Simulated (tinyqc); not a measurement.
From results back to parameters: two-band tight binding of a puckered layer. Three cases, with inputs chosen for the exercise.

Problem. In the two-band model of a puckered layer with hoppings t1 to t5, along y the masses are c/(gy + ey) for electrons and c/(gy - ey) for holes, with gy = -ay^2 (t1 + t3)/4, ey = -t4 ay^2/2, c = hbar^2/2m0; the gap is 2 (t2 + 2 t1 + 2 t3 + t5). The values below come from hidden hoppings.

Constants: hbar^2/2m0 = 3.80998211 eV angstrom^2.

Find: t1 + t3, t4, t2 + t5.

Method. The mean of c/m gives gy and half the difference ey; the gap then gives t2 + t5.

Case 1.

Values chosen (out of a larger set: near a published set for monolayer black phosphorus; not measured data): ay = 3.34 angstrom (period along y (zigzag)).

masses along y (m0): electron 0.852229, hole 1.143200

gap = 1.6380 eV

Solution.

t1 + t3, t4, t2 + t5 (eV): -1.399  -0.102  3.617

Case 2.

Values chosen (out of a larger set: near a published set for monolayer black phosphorus; not measured data): ay = 3.32 angstrom (period along y (zigzag)).

masses along y (m0): electron 0.852424, hole 1.150277

gap = 1.4920 eV

Solution.

t1 + t3, t4, t2 + t5 (eV): -1.412  -0.105  3.570

Case 3.

Values chosen (out of a larger set: near a published set for monolayer black phosphorus; not measured data): ay = 3.27 angstrom (period along y (zigzag)).

masses along y (m0): electron 0.868518, hole 1.130244

gap = 1.3980 eV

Solution.

t1 + t3, t4, t2 + t5 (eV): -1.451  -0.095  3.601

Computed by tinyqc, one run a case: `OMP_NUM_THREADS=1 python tinyqc.py N N+1 out.jsonl` with N = 1450069, 1450327, 1450351; one thread of a shared Intel(R) Xeon(R) Processor @ 2.30GHz, about 0.01 s a run at most.
